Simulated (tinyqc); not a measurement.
Inside a calculation. Model: Schottky emission and Poole-Frenkel conduction in an insulator, and how to tell them apart.

Program tinyqc, `OMP_NUM_THREADS=1 python tinyqc.py 2370116 2370117 out.jsonl`; Intel Xeon 2.30GHz, shared host, one thread, about 0.01 s. Printed values are rounded.

Schottky emission (electrode-limited): J = As T^2 exp[-(pb - b sqrt(F))/Vt], b = sqrt(q/(4 pi eps0 ei)). Poole-Frenkel emission (bulk-limited): J = s0 F exp[-(pt - 2 b sqrt(F))/Vt]. F in V/cm.

Inputs (values chosen for the exercise); dielectric values close to those of silicon nitride: temperature T = 300 K; high-frequency relative permittivity ei = 4.34; static relative permittivity es = 7.48; trap depth pt = 1.4 eV; Poole-Frenkel prefactor s0 = 2.2 S/cm; electrode barrier pb = 0.91 eV; Richardson constant As = 27 A/(cm^2 K^2); field F = 1.8 MV/cm.

Constants: q = 1.602176634e-19 C, kB = 1.380649e-23 J/K, Vt = kB T/q, eps0 = 8.8541878128e-14 F/cm where lengths are in cm. Results are converted to the units shown.

Range of the model: At the field F a Fowler-Nordheim estimate for tunnelling through pb (mass 0.4 m0) gives 0.012 A/cm^2, more than Schottky emission.

## Both currents at one field

Lowerings b sqrt(F) and 2 b sqrt(F); the image-force maximum lies at sqrt(q/(16 pi eps0 ei F)) from the electrode.

Schottky lowering = 244.381 meV
position of the barrier top = 0.678836 nm
Poole-Frenkel lowering = 488.762 meV
J, Schottky = 1.59845e-5 A/cm^2
J, Poole-Frenkel = 1.94790e-9 A/cm^2

Injection and bulk transport act in series, so the smaller capacity limits the current: here the bulk, by a factor of 8210.

## Which mechanism made these data

```
point  F (MV/cm)  J (A/cm^2)
0           1.12    4.125e-5
1            1.8   0.0003037
2           2.48     0.00157
3           3.15    0.006427
4           3.83      0.0232
5            4.5     0.07384
```

The data come from another sample of the same dielectric, in which one mechanism alone limits the current. Fit straight lines by least squares: ln J on sqrt(F) (Schottky plot, slope b/Vt) and ln(J/F) on sqrt(F) (Poole-Frenkel plot, slope 2 b/Vt), F in V/cm, and read a permittivity from each slope. The right mechanism gives a value near ei, and in any case between ei and es.

slope of the Schottky plot = 0.00704589 (cm/V)^0.5
permittivity read as Schottky = 4.34002
slope of the Poole-Frenkel plot = 0.00574772 (cm/V)^0.5
permittivity read as Poole-Frenkel = 26.0875

Both plots are nearly straight, so straightness decides nothing. Read as Schottky the data give 4.34, which matches ei = 4.34; read as Poole-Frenkel they give 26.1, above even the static value 7.48. The data were made by Schottky emission.
